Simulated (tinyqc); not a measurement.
Worked calculation: plane-wave Kohn-Sham cycle with exchange-only LDA in a layered model solid. Computed by tinyqc, a small Python program that keeps every step. Settings: points = 16, plane-wave index or count = 2, electrons = 2, k points = 2, area = 22.0, mixing = 0.8, iteration cap = 59, Kerker q0 = 0.74. Command: `OMP_NUM_THREADS=1 python tinyqc.py 28437 28438 out.jsonl` (the two numbers bound the seeds that draw the settings). One thread of a shared host (Intel(R) Xeon(R) Processor @ 2.60GHz), about 0.02 s of CPU time with the checks.

A solid whose potential varies along x alone (atomic units):
```
parameter                      value
period a                   16.600000
cross-section of the cell  22.000000
electrons per cell                 2
grid points                       16
plane waves -n..n, n               2
k points                           2
V1 in V1 cos(2 pi x/a)     -0.300000
```

Stop when sqrt(dV sum R^2) is below 1e-8, dV = a A/N.

Course of the cycle:
```
iteration  E (hartree)  norm of the residual
1           -0.6592117              1.37e-01
2           -0.4794074              9.30e-02
3           -0.3896702              5.97e-02
4           -0.3586885              3.61e-02
5           -0.3528412              2.02e-02
6           -0.3516361              9.04e-03
7           -0.3513505              4.87e-03
8           -0.3512967              2.37e-03
9           -0.3512799              1.62e-03
10          -0.3512769              1.06e-03
11          -0.3512749              8.96e-04
...                ...                   ...
49          -0.3512725              3.09e-06
50          -0.3512725              4.60e-06
51          -0.3512725              7.47e-06
52          -0.3512725              1.25e-05
53          -0.3512725              2.10e-05
54          -0.3512726              3.53e-05
55          -0.3512726              5.95e-05
56          -0.3512726              1.00e-04
57          -0.3512726              1.69e-04
58          -0.3512727              2.85e-04
59          -0.3512731              4.81e-04
```

Can the last value be used, and what does the course show?

Not by the stop rule, although the second column moves by less than 1e-06 over the last three steps. Not converged within 59 iterations: the residual wanders without falling. Reruns (cap 100 unless said): mixing 0.1: not converged; mixing 0.5, Kerker q0 1.0: converged in 69 (E = -0.35127); mixing 0.3, Pulay depth 5: converged in 23 (E = -0.35127); the original settings with a cap of 400: not converged.
